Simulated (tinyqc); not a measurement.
MOSFET in saturation, small-signal circuit and noise: effect of the temperature on speed and noise.

Bias by the inversion coefficient IC = I/Ispec (charge-based model with velocity saturation; weak inversion below 0.1, strong above 10). Common-source circuit: gm, gds, Cgs, Cgd and Cj at the inner nodes, Rg in series with the gate; quasi-static, no source or drain resistance, no gate-body capacitance, no substrate network, no induced gate noise, so fmax is an upper estimate.

Ispec = 2 n mu Cox (W/L) Vt^2, lc = Ls/L, gms = [sqrt((lc IC + 1)^2 + 4 IC) - 1]/[2 + lc (lc IC + 1)], gm = gms Ispec/(n Vt), gds = sg gm. qs = [sqrt(1 + 4 IC) - 1]/2, Cgs = Cox W L qs (2 qs + 3)/(3 (qs + 1)^2) + Cov W, Cgd = Cov W, Cd = Cj W, Rg = Rsh (Wf/L)/(12 Nf) + Rc/W with Nf = W/Wf fingers (not rounded) contacted at both ends. fT = gm/(2 pi (Cgs + Cgd)), fmax = fT/(2 sqrt(Rg (gds + 2 pi fT Cgd))). Channel noise Sid = 4 kB T gam n gm with gam = (1/2 + (2/3) qs)/(1 + qs) + gw lc IC, qs = [sqrt(1 + 4 IC) - 1]/2, lc = Ls/L (the last term an empirical rise with velocity saturation); at the gate, white noise Sw = Sid/gm^2 + 4 kB T Rg. Number fluctuation with correlated mobility: S(f) = K/f, K = q^2 Vt lt Nt/(W L Cox^2) (1 + ac mu Cox I/gm)^2, Vt in eV with Nt per eV. Corner fc = K/Sw. IC is held fixed, and so are mu, n, Ls and Nt.

Inputs (values chosen for the exercise): gate length L = 28 nm; total gate width W = 20 um; gate capacitance Cox = 1.96 uF/cm^2; mobility mu = 290 cm^2/(V s); slope factor n = 1.26; velocity-saturation length Ls = 15 nm; ratio gds/gm sg = 0.15; overlap and fringe capacitance per side Cov = 0.36 fF/um; drain junction capacitance Cj = 0.56 fF/um; sheet resistance of the gate Rsh = 20 ohm; finger width Wf = 0.5 um; gate contact and vertical resistance Rc = 200 ohm um; inversion coefficient IC = 0.28; short-channel excess of the noise factor gw = 0.13; oxide trap density Nt = 1.3e17 cm^-3 eV^-1; tunnelling length into the oxide lt = 0.1 nm; Coulomb scattering coefficient ac = 0 V s/C.

Constants: q = 1.602176634e-19 C, kB = 1.380649e-23 J/K, Vt = kB T/q. Results are converted to the units shown.

The same in every row: Rg (ohm) = 10.74.

Effect of the temperature on speed and noise:
```
T (K)	I (uA)	fT (GHz)	fmax (GHz)	sqrt(Sw) (nV/Hz^0.5)	fc (MHz)
100	21.27	14.69	75.09	1.614	5.134
150	47.86	22.03	91.97	1.623	7.614
200	85.09	29.38	106.2	1.632	10.04
250	133.0	36.72	118.7	1.641	12.41
300	191.5	44.07	130.1	1.650	14.73
350	260.6	51.41	140.5	1.659	17.00
400	340.4	58.76	150.2	1.668	19.22
```

What does the comparison show?

As T goes from 100 to 400 K, fT rises from 14.7 to 58.8 GHz, fmax rises from 75.1 to 150 GHz, the white noise rises from 1.61 to 1.67 nV/Hz^0.5 and the corner rises from 5.13 to 19.2 MHz. At fixed IC and mobility the current goes as T^2 and gm as T, which is why fT rises; a real mobility would fall with T. For T = 100 to 150 K fmax exceeds 4 fT, where channel resistance and substrate losses, left out here, would cap it. For T = 100 to 150 K band tails and dopant freeze-out, left out here, change n and the noise.

Computed by the program tinyqc: `OMP_NUM_THREADS=1 python tinyqc.py 2150128 2150129 out.jsonl`, one thread of a shared Intel Xeon 2.30GHz, about 0.01 s for the whole run.
